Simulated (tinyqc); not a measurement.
Equilibrium and kinetic segregation of a solute to boundaries and growing surfaces. Changing the total solute fraction x0. Computed by tinyqc, a small Python program. Command: `OMP_NUM_THREADS=1 python tinyqc.py 3006322 3006323 out.jsonl segreg sweep`. One thread of a shared host (Intel(R) Xeon(R) Processor @ 2.30GHz), about 0.01 s of CPU time with the checks.

Inputs (values chosen for the exercise, for a model alloy):
```
quantity,value,unit
segregation energy Q,0.38,eV
interaction z w (positive attracts),0.23,eV
temperature T,1175,K
grain size d,160,nm
boundary thickness delta,0.67,nm
atomic volume Omega,11.6,angstrom^3
clean boundary energy gamma_0,0.68,J/m^2
mixing,0.3,-
```

Isotherm: Fowler-Guggenheim.

Constants: k_B = 8.617333262e-05 eV/K; 1 eV/angstrom^2 = 16.02176634 J/m^2.

Method:
- With theta the solute fraction on boundary sites and x that in the grains, theta/(1 - theta) = [x/(1 - x)] exp[(Q + z w theta)/(k_B T)].
- The coverage theta_inf is that for x = x0. Start at theta = 0; theta(new) = theta + mixing (theta(out) - theta); stop below 1e-10, 80 steps at most.
- Finite grains: boundary sites are the fraction f = 3 delta/d, and x0 = (1 - f) x + f theta; solve both equations for theta; share at boundaries = f theta/x0.
- Gibbs adsorption for this isotherm in a dilute matrix: gamma = gamma_0 + Gam_0 [k_B T ln(1 - theta) + z w theta^2/2], Gam_0 = delta/Omega sites per area.

One run for each value:
```
total solute fraction x0,coverage theta_inf,coverage theta,fraction x left in the grains,boundary energy gamma (J/m^2)
1.00e-05,4.267e-04,2.800e-04,6.564e-06,0.6797
2.90e-05,1.239e-03,8.125e-04,1.903e-05,0.6792
8.40e-05,3.599e-03,2.357e-03,5.509e-05,0.6778
2.40e-04,1.037e-02,6.758e-03,1.571e-04,0.6737
7.10e-04,3.152e-02,2.021e-02,4.619e-04,0.6613
5.00e-02,9.512e-01,9.350e-01,3.874e-02,-0.9502
```

Give the missing row, total solute fraction x0 = 2.10e-03.

Computed row; columns: (1) total solute fraction x0; (2) coverage theta_inf; (3) coverage theta; (4) fraction x left in the grains; (5) boundary energy gamma (J/m^2):
```
(1)             (2)        (3)        (4)     (5)
2.10e-03  1.016e-01  6.180e-02  1.340e-03  0.6243
```

Interpolating between the two neighbouring rows (the first column on a logarithmic scale, the others too where they are positive) misses most in boundary energy gamma (J/m^2), by 60 %. Over the rows, coverage theta_inf rises from 4.27e-4 to 0.951 (exponent d ln y / d ln x 1.0 between the first rows and 0.71 between the last); coverage theta rises from 2.80e-4 to 0.935 (exponent d ln y / d ln x 1.0 between the first rows and 0.86 between the last); fraction x left in the grains rises from 6.56e-6 to 0.0387 (exponent d ln y / d ln x 1.00 between the first rows and 1.1 between the last). At the low end the exponent of coverage theta_inf is 1.00, close to 1: Henry's-law regime. The exponent of fraction x left in the grains stays between 0.98 and 1.06, near 1: x in the grains is proportional to x0.  Left out: 0.00590, 0.0170 (the iteration converges too slowly).

Caution (rows 0.0500): gamma nears or passes zero; a compound usually precipitates before that. Caution (rows 0.0500): so much solute in the grains may exceed the solubility and is no longer dilute. Caution (rows 0.0500): near saturation a single segregation energy is a poor picture.

Extremes, crossings and ranges named in words are read from the listed rows.
